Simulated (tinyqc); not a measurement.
Surface photovoltage measurement of the minority-carrier diffusion length in a wafer. Inputs raised by 10 %, one at a time. Computed by tinyqc, a small Python program. Command: `OMP_NUM_THREADS=1 python tinyqc.py 3130042 3130043 out.jsonl spv sens`. One thread of a shared host (Intel(R) Xeon(R) Processor @ 2.30GHz), about 0.02 s of CPU time with the checks.

Low injection, steady light, a depletion layer much thinner than 1/alpha and L. The excess density dn is taken at the front edge of the neutral region; light that reaches the back is lost.

Inputs (values chosen for the exercise, modelled on p-type silicon at room temperature): diffusion length L = 300 micrometre; wafer thickness W = 625 micrometre; diffusivity D = 31 cm^2/s; front recombination velocity S_f = 1900 cm/s; back recombination velocity S_b = 1100 cm/s; photon flux entering = 3.6e+11 1/(cm^2 s); minority density at the surface barrier scale n_0 = 5.8e+08 1/cm^3; temperature T = 298 K; wavelength = 912 nm; relative noise of each reading = 0.5 %; diffusion length after pair splitting over L = 0.65; iron factor C = 1e+16 micrometre^2/cm^3.

normal deviates g for the noise: [-0.82, -0.95, -0.07, -1.54, 0.14, 0.01, -0.30]

Constants: k_B = 8.617333262e-05 eV/K.

Method:
- alpha = (84.732/lambda - 76.417)^2 per cm with lambda in micrometre (an empirical fit for silicon between 0.7 and 1.05 micrometre).
- Thick wafer: dn = Phi L/((S_f + D/L)(L + 1/alpha)). Finite wafer, with s = S_b L/D, w = W/L, a = alpha L: dn = [Phi a/(a^2 - 1)] [a - B - exp(-alpha W)(a - s)/(cosh w + s sinh w)]/(S_f + B D/L), B = (sinh w + s cosh w)/(cosh w + s sinh w).
- Photovoltage V = (k_B T/e) ln(1 + dn/n_0). Lifetime = L^2/D.
- Readings y = (Phi/dn) (1 + noise x g) at 780, 830, 880, 920, 950, 975 and 995 nm; a least-squares line y = c (1/alpha + L_app) gives L_app = intercept/slope.
- Splitting iron-boron pairs in boron-doped silicon shortens L; with nothing else changing, [Fe] = C (1/L_after^2 - 1/L^2). It is evaluated with the true lengths and with the apparent ones (without noise), which differ when the wafer is not thick against L.

Runs; columns: (1) input moved; (2) from; (3) to; (4) dn, finite wafer (1/cm^3); (5) apparent length L_app (micrometre); (6) photovoltage V (mV); (7) [Fe] from the apparent lengths (1/cm^3):
```
(1)                                          (2)       (3)        (4)    (5)    (6)        (7)
base run                                       -         -  1.093e+08  294.4  4.433  1.497e+11
diffusion length L (micrometre)              300       330  1.139e+08  321.5  4.604  1.225e+11
wafer thickness W (micrometre)               625     687.5  1.093e+08  295.2  4.433  1.506e+11
diffusivity D (cm^2/s)                        31      34.1  1.056e+08  295.5  4.297  1.502e+11
front recombination velocity S_f (cm/s)     1900      2090  1.026e+08  294.4  4.184  1.497e+11
back recombination velocity S_b (cm/s)      1100      1210  1.092e+08  293.4  4.430  1.493e+11
photon flux entering (1/(cm^2 s))        3.6e+11  3.96e+11  1.202e+08  294.4  4.837  1.497e+11
wavelength (nm)                              912    1003.2  8.073e+07  294.4  3.347  1.497e+11
```

Exponents ln(y'/y) / ln(x'/x):
```
input                             dn, finite wafer  apparent length L_app  photovoltage V  [Fe] from the apparent lengths
diffusion length L                           0.434                  0.923           0.398                          -2.104
wafer thickness W                            0.002                  0.026           0.002                           0.062
diffusivity D                               -0.356                  0.037          -0.327                           0.033
front recombination velocity S_f            -0.658                  0.000          -0.606                           0.000
back recombination velocity S_b             -0.008                 -0.037          -0.007                          -0.033
photon flux entering                         1.000                  0.000           0.915                           0.000
wavelength                                  -3.176                  0.000          -2.948                           0.000
```

To which inputs is each result most sensitive?

Among the inputs moved here: dn, finite wafer answers most in size to wavelength (exponent -3.176), next to photon flux entering (+1.000). Apparent length L_app answers most in size to diffusion length L (exponent +0.923), next to diffusivity D (+0.037); its exponent is below 0.0005 for front recombination velocity S_f, photon flux entering, wavelength. Its exponent 0.000 in front recombination velocity S_f: S_f scales all readings alike. Photovoltage V answers most in size to wavelength (exponent -2.948), next to photon flux entering (+0.915). [Fe] from the apparent lengths answers most in size to diffusion length L (exponent -2.104), next to wafer thickness W (+0.062); its exponent is below 0.0005 for front recombination velocity S_f, photon flux entering, wavelength.

Caution (all rows): dn is not small against n_0, so V is not linear in the flux; the constant-flux reading then needs dn, not V.
